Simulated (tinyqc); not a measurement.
# Crystallisation kinetics and data retention of a phase-change cell: effect of the activation energy at a fixed measured point

Johnson-Mehl-Avrami-Kolmogorov law X = 1 - exp(-y^n), y = integral of k dt, k = (1/100 s) exp[-(Ec q/kB)(1/T - 1/T1)].

At fixed T the state fails at t = (-ln(1 - Xf))^(1/n)/k; ten years are 3.15576e8 s. k at T1 is held.

Parameters, values chosen for the exercise; values of the order of Ge-Sb-Te and related chalcogenides: temperature at which the rate k is 1/(100 s) T1 = 456 K; Avrami exponent n = 1.5; crystalline share at which the state is lost Xf = 0.4; storage temperature T = 383 K.

Constants: q = 1.602176634e-19 C, kB = 1.380649e-23 J/K. Results are converted to the units shown.

Effect of the activation energy at a fixed measured point:

| Ec (eV) | temperature for ten years (K) | time to fail at T (years) |
|---|---|---|
| 1.5 | 324.84 | 0.0029257 |
| 1.8 | 341.20 | 0.012537 |
| 2.1 | 353.93 | 0.053722 |
| 2.4 | 364.12 | 0.23021 |
| 2.7 | 372.45 | 0.98646 |
| 3 | 379.41 | 4.2271 |
| 3.3 | 385.29 | 18.114 |
| 3.6 | 390.33 | 77.620 |

The ten-year temperature rises from 325 to 390 K, and the projected life at 383 K spans 4.42 decades: an error of 0.1 eV changes it by a factor of 1.62.

Range of the model: One Arrhenius rate is assumed; incubation, growth from the boundary and the non-Arrhenius kinetics of the supercooled liquid are left out.

tinyqc, about 0.02 s, one thread, Intel Xeon 2.30GHz (shared host): `OMP_NUM_THREADS=1 python tinyqc.py 2490068 2490069 out.jsonl`
